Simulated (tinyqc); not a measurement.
Comparisons within one model: Gamma, L and X subbands of a thin body with non-parabolic valleys. A value that a table varies takes the place of the one given here.

Hard walls, flat band, c = hbar^2/2m0, energies from the bulk Gamma edge. For a valley at angle theta to the normal 1/m_z = cos^2/ml + sin^2/mt and m_d = sqrt(ml mt^2/m_z). Subband n starts at E_v + e with e (1 + a e) = c (n pi/t)^2/m_z, and its density-of-states mass is taken as m_d (1 + 2 a e), without further growth at higher in-plane energy. Groups are named by valley and degeneracy.

n_i = g m/(2 pi c) kB T ln(1 + exp((EF - E_i)/kB T)), sum n_i = Ns (1e12/cm^2 = 1e-4/angstrom^2), c = hbar^2/2m0. Quantum capacitance Cq = 1602.176634 sum g m/(2 pi c) f_i in microfarad/cm^2 with f_i = 1/(1 + exp((E_i - EF)/kB T)); Cox = 34.5313/eot (one gate); C/Cox = Cq/(Cq + Cox), the centroid term left out.

Constants: hbar^2/2m0 = 3.80998211 eV angstrom^2; kB = 8.617333262e-05 eV/K.

Parameters, chosen for this exercise (near those of a thin GaSb channel; the results hold for these values, not for the real material): face = 100 (surface); mG = 0.039 m0 (Gamma mass); aG = 1.15 1/eV (Gamma non-parabolicity); EL = 0.076 eV (L edge above Gamma); mL = (1.344, 0.1) m0 (L valleys (four, along <111>): ml, mt); EX = 0.361 eV (X edge above Gamma); mX = (1.546, 0.228) m0 (X valleys (three, along <100>): ml, mt); aS = 0.4 1/eV (non-parabolicity of L and X); Ns = 2.9 x 1e12/cm^2 (sheet density); T = 300 K (temperature); eot = 14 angstrom (equivalent oxide thickness); ts = (20, 26, 34, 45, 60, 85, 130) angstrom (thicknesses); t = 36 angstrom (body thickness); Nl = (0.5, 1, 2, 4, 7, 11, 16) x 1e12/cm^2 (sheet densities).

## Thinning the body

Lowest edge of each valley type, the lowest group, the Gamma share and C/Cox, with n = 1 to 8 of all groups.

Results:
```
t (angstrom)  Gamma (eV)  L (eV)  X (eV)  lowest  Gamma share (%)  C/Cox
20                 1.077   0.611   0.420      X1              0.0  0.816
26                 0.761   0.415   0.396      X1              0.0  0.871
34                 0.521   0.284   0.382      L4              0.0  0.869
45                 0.342   0.198   0.373      L4              0.0  0.868
60                 0.215   0.146   0.368      L4              0.4  0.868
85                 0.118   0.111   0.364      L4              3.0  0.869
130                0.054   0.091   0.362      G1              9.3  0.870
```

From 130 down to 20 angstrom Gamma rises by 1.02 eV, L by 0.52 and X by 0.06 eV, the light Gamma mass moving most. The lowest group changes from G1 to L4 between 130 and 85 angstrom. The lowest group changes from L4 to X1 between 34 and 26 angstrom. The Gamma share goes from 9 % to 0 %. C/Cox is 0.87 and 0.82 at the ends and lies between 0.82 and 0.87. Hard walls overstate the rise in the thinnest rows.

## Raising the sheet density

Fixed thickness, n = 1 to 8 of all groups; the gate overdrive above the lowest edge is (EF - E_lowest)/e + 0.1602177 Ns/Cox in volts.

Results:
```
Ns (1e12/cm^2)  EF - lowest (eV)  Gamma share (%)     Cq  C/Cox  overdrive (V)
0.5                       -0.088              0.0   3.05  0.553         -0.055
1.0                       -0.069              0.0   6.00  0.709         -0.004
2.0                       -0.051              0.0  11.61  0.825          0.079
4.0                       -0.031              0.0  21.80  0.898          0.229
7.0                       -0.014              0.0  34.78  0.934          0.441
11.0                       0.002              0.0  48.56  0.952          0.716
16.0                       0.016              0.0  61.46  0.961          1.055
```

The lowest subband is L4 n=1; the light Gamma level lies 217 meV above it, lifted there by confinement. At the highest density band filling takes 0.016 V of the 1.055 V overdrive. Cq grows from 3.0 to 61.5 microfarad/cm^2 while EF moves from -0.088 to +0.016 eV against the lowest edge; the Gamma share stays near 0 %.

## What each parameter does

n = 1 to 8 of all groups. Each row changes one parameter from the base and keeps the others.

Results:
```
case                   lowest edge (eV)  EF (eV)  Gamma share (%)  C/Cox
base                              0.263    0.222              0.0  0.869
t = 44 angstrom                   0.204    0.165              0.0  0.869
mG = 0.0448 m0                    0.263    0.222              0.0  0.869
aG = 0.8 1/eV                     0.263    0.222              0.0  0.869
EL = 0.026 eV                     0.213    0.172              0.0  0.869
Ns = 4.35 x 1e12/cm^2             0.263    0.234              0.0  0.905
eot = 12 angstrom                 0.263    0.222              0.0  0.850
T = 250 K                         0.263    0.234              0.0  0.887
```

The largest shifts from the base row, up to three for each result and ties (the steps differ in size, so this ranks the rows, not the parameters). lowest edge (eV): t -0.059, EL -0.050; unchanged at the printed digits by mG, aG, Ns, eot and T. EF (eV): t -0.058, EL -0.050, Ns +0.012; unchanged at the printed digits by mG, aG and eot. Gamma share (%): unchanged at the printed digits by t, mG, aG, EL, Ns, eot and T. C/Cox: Ns +0.036, eot -0.019, T +0.018; unchanged at the printed digits by t, mG, aG and EL.

Program tinyqc; command `OMP_NUM_THREADS=1 python tinyqc.py 1252272 1252273 out.jsonl`; about 0.07 s on one thread of a shared Intel(R) Xeon(R) Processor @ 2.30GHz.
